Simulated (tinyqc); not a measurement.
Two-band model of a narrow-gap semiconductor with electrons and holes: one step, computed by the program tinyqc.

Two parabolic bands with acoustic scattering (r = -1/2, a = 0), a gap that does not change with T, and fully ionised dopants. Melting is ignored, so values above the melting point are formal, and kappa_L does not change with T. eta_n = (E_F - E_c)/(k_B T), eta_p = -eta_n - E_g/(k_B T).

Question. Each band alone. With x = E/(k_B T), a = alpha k_B T (0 for a parabolic band), G = x (1 + a x), D = 1 + 2 a x and <y> = int y f (1 - f) dx, f = 1/(1 + exp(x - eta)): tau = tau_0 G^r/D; transport function s = G^(3/2 + r)/D^2; n = N_0 <G^(3/2)> with N_0 = (2 m k_B T)^(3/2)/(3 pi^2 hbar^3). Integrals over x = E/(k_B T) use 160 Gauss-Legendre points in u = sqrt(x) from 0 to sqrt(max(eta, 0) + 32). sigma = e mu_0 N_0 <s> with mu_0 = e tau_0/m = mu_300 (T/300 K)^(-p); |S| = (k_B/e)(<x s>/<s> - eta); Lorenz number L = (k_B/e)^2 (<x^2 s>/<s> - (<x s>/<s>)^2); kappa_e = L sigma T; zT = S^2 sigma T/(kappa_L + kappa_e). Hall factor r_H = <x^(3/2)> <x^(1/2)>/<s>^2.

Inputs (values chosen for the exercise, modelled on InAs):

| quantity | value | unit |
|---|---|---|
| electron mass m_n | 0.025 | m_0 |
| hole mass m_p | 0.41 | m_0 |
| electron mobility parameter mu_300,n | 30000 | cm^2/(V s) |
| hole mobility parameter mu_300,p | 460 | cm^2/(V s) |
| temperature exponent p | 1.5 | - |
| temperature T | 690 | K |

Doping: p-type.

eta_n = -3.287193

eta_p = -2.767338

Constants: e = 1.602176634e-19 C; m_0 = 9.1093837015e-31 kg; k_B = 1.380649e-23 J/K; hbar = 1.054571817e-34 J s; k_B = 8.617333262e-05 eV/K.

Give: Partial coefficients.

Answer.

Partial coefficients:

| band | sigma (S/cm) | \|S\| (microvolt/K) | L (1e-8 V^2/K^2) | density (1/cm^3) | Hall factor |
|---|---|---|---|---|---|
| electrons | 13.15 | 457.2 | 1.492 | 1.276e+16 | 1.175 |
| holes | 22.26 | 413.5 | 1.496 | 1.413e+18 | 1.174 |

The minority carriers have the larger |S|, since the Fermi level lies farther from their band; they carry 37 % of the conductivity.
